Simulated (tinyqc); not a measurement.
# Changing the surface concentration C_s

Model: concentration-dependent dopant diffusion with charged defects and the built-in field. Computed by tinyqc, a small Python program. Command: `OMP_NUM_THREADS=1 python tinyqc.py 3013841 3013842 out.jsonl extrinsic sweep`. One thread of a shared host (Intel(R) Xeon(R) Processor @ 2.30GHz), about 0.9 s of CPU time with the checks.

A constant source C_s feeds a half space. The dopant moves through neutral point defects and through charged ones, whose number grows with the majority carrier density n.

Inputs (values chosen for the exercise, modelled on antimony in silicon):
```
quantity                        value    unit
neutral prefactor D0x           0.192  cm^2/s
neutral activation energy E0     3.65      eV
singly charged prefactor D01       16  cm^2/s
activation energy E1             4.09      eV
junction level C_B            4.5e+16  1/cm^3
temperature T                     950       C
time t                           2700       s
```

Field enhancement: on.

Constants: k_B = 8.617333262e-05 eV/K.

Method:
- n_i = 3.87e16 T^1.5 exp(-7014/T) per cm^3 (T in kelvin, an empirical form); each D = prefactor x exp(-E/(k_B T)); the intrinsic diffusivity D_i is their sum.
- Temperatures in kelvin are T(C) + 273.15.
- n = C/2 + sqrt(C^2/4 + n_i^2); D(C) = h [Dx + D1 (n/n_i)], h = 1 + C/sqrt(C^2 + 4 n_i^2).
- With y = x/sqrt(D_s t), u = C/C_s and q = -(D/D_s) du/dy: du/dy = -q D_s/D, dq/dy = -(y/2) q D_s/D, u(0) = 1. The surface flux q(0) is shot so that u tends to 0 (LSODA, an adaptive multistep solver, relative tolerance 1e-10). Dose Q = 2 q(0) C_s sqrt(D_s t).
- The junction lies where C = C_B.

One run for each value; columns: (1) surface concentration C_s (1/cm^3); (2) enhancement D_s/D_i; (3) junction depth x_j (nm); (4) dose Q (1/cm^2); (5) junction in units of sqrt(D_s t):
```
(1)          (2)     (3)         (4)     (5)
5.00e+17   1.075   25.30  6.0026e+11  2.3476
4.60e+18   1.801   40.86  6.5822e+12  2.9283
1.40e+19   3.764   51.37  2.6846e+13  2.5468
4.30e+19   9.892   69.32  1.2828e+14  2.1199
1.30e+20  28.166  102.03  6.4321e+14  1.8491
4.00e+20  84.848  163.88  3.4117e+15  1.7113
```

Give the missing row, surface concentration C_s (1/cm^3) = 1.50e+18.

Computed row; columns: (1) surface concentration C_s (1/cm^3); (2) enhancement D_s/D_i; (3) junction depth x_j (nm); (4) dose Q (1/cm^2); (5) junction in units of sqrt(D_s t):
```
(1)         (2)    (3)         (4)     (5)
1.50e+18  1.235  32.93  1.8842e+12  2.8505
```

Interpolating between the two neighbouring rows (the first column on a logarithmic scale, the others too where they are positive) misses most in enhancement D_s/D_i, by 12 %. Over the rows, enhancement D_s/D_i rises from 1.07 to 84.8 (exponent d ln y / d ln x 0.13 between the first rows and 0.98 between the last); junction depth x_j (nm) rises from 25.3 to 164 (exponent d ln y / d ln x 0.24 between the first rows and 0.42 between the last); dose Q (1/cm^2) rises from 6.00e11 to 3.41e15 (exponent d ln y / d ln x 1.0 between the first rows and 1.5 between the last). At the high end the exponent of enhancement D_s/D_i is 0.98, close to 1: singly charged defects follow n. At the low end the exponent of dose Q is 1.04, close to 1: the intrinsic, linear regime. At the high end the exponent of dose Q is 1.48, close to 1.5: D proportional to C: Q scales as C_s sqrt(C_s). In units of sqrt(D_s t), D_s = D(C_s), the junction is deepest, 2.93, at C_s = 4.6e18 among these rows and ends at 1.71: a larger C_s/C_B pushes it out along the tail, while the tail diffuses with D_i, ever further below D_s.

Caution (rows 4.30e19, 1.30e20, 4.00e20): at such concentrations dopants can cluster or exceed their solubility; the active fraction and the diffusivity then fall below the model.
